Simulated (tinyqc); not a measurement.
Time-dependent dielectric breakdown: cell percolation, Weibull statistics, area scaling and voltage extrapolation: one step, computed by the program tinyqc. Command: `OMP_NUM_THREADS=1 python tinyqc.py 3003780 3003781 out.jsonl tddb walk`. One thread of a shared host (Intel(R) Xeon(R) Processor @ 2.30GHz), about 0.01 s of CPU time with the checks.

The oxide is divided into columns of area a^2, each holding m = t_ox/a cells (m is taken as continuous). A share lambda(t) = (t/t_1)^alpha of the cells is defective, and a column whose cells are all defective breaks down.

Task: Weibull parameters from the cell model. Failure fraction F = 1 - (1 - lambda^m)^N with N = A/a^2 columns, which for small lambda^m is 1 - exp(-(t/t63)^beta) with beta = alpha m and t63 = t_1 N^(-1/beta); critical share lambda(t63) = N^(-1/m). 1 um^2 = 1e6 nm^2.

Inputs (values chosen for the exercise, for a model gate oxide): oxide thickness t_ox = 5.1 nm; defect cell size a = 1.1 nm; exponent alpha of defect growth = 0.3; time t_1 at which the occupied share would reach 1 = 1.6e+09 s; test area A = 100 um^2.

Give: cells per column m; columns N; Weibull slope beta; characteristic life t63; critical share of defective cells.

Result:

cells per column m = 4.6364

columns N = 8.2645e+07

Weibull slope beta = 1.3909

characteristic life t63 = 3250.9 s

critical share of defective cells = 0.019605

Times between F = 10 % and 90 % span a factor 9.18: the smaller beta = alpha m, the wider the scatter. Caution: t_1 is an input here; in a real oxide it changes with thickness at fixed voltage.
